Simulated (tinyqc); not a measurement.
Random telegraph noise from one oxide trap in a small MOSFET: one step of the calculation.

An acceptor-like trap exchanges electrons with the channel. Inversion charge Q = Cox u, u = n Vt W0(exp((Vg - VT)/(n Vt))), W0 the Lambert function, n = nf, Cox = eps0 eox/tox; linear regime Id = (W/L) mu Q Vd. Relative to threshold the surface potential rises by Vt ln(u/u0) and the oxide voltage by the rest of Vg - VT, with u0 = n Vt W0(1).

Question. Step height. A = W L; threshold step dV = q (1 - xt/tox)/(Cox A); gm/Id = 1/(u + n Vt); relative step dI/I = (gm/Id) dV + asc mu/A. Id as defined.

Values chosen for this exercise; values of the order met in silicon transistors:

| symbol | value | unit | meaning |
|---|---|---|---|
| T | 250 | K | temperature |
| eox | 22.4 |  | relative permittivity of the gate insulator (close to hafnium oxide) |
| tox | 6 | nm | insulator thickness |
| xt | 1.8 | nm | depth of the trap from the channel interface |
| nf | 1.13 |  | body factor |
| W | 130 | nm | gate width |
| L | 26 | nm | gate length |
| mu | 240 | cm^2/(V s) | mobility |
| asc | 1.8e-16 | V s | scattering coefficient of the charged trap |
| Vd | 0.05 | V | drain voltage |

Constants: q = 1.602176634e-19 C, kB = 1.380649e-23 J/K, Vt = kB T/q, eps0 = 8.8541878128e-14 F/cm where lengths are in cm. Results are converted to the units shown.

u = 0.61152312 V
N = 1.2616764e13 cm^-2

Find: electrons in the channel N A; dV; gm/Id; number part of dI/I; dI/I; Id; dI.

Answer.

electrons in the channel N A = 426.4
dV = 1.004 mV
gm/Id = 1.573 1/V
number part of dI/I = 0.1579 %
dI/I = 0.2857 %
Id = 121.3 uA
dI = 346.5 nA

Range of the model: VT is taken as given; short-channel effects and the uneven flow of current among few electrons are left out.

tinyqc, about 0.01 s, one thread, Intel Xeon 2.30GHz (shared host): `OMP_NUM_THREADS=1 python tinyqc.py 2710062 2710063 out.jsonl`
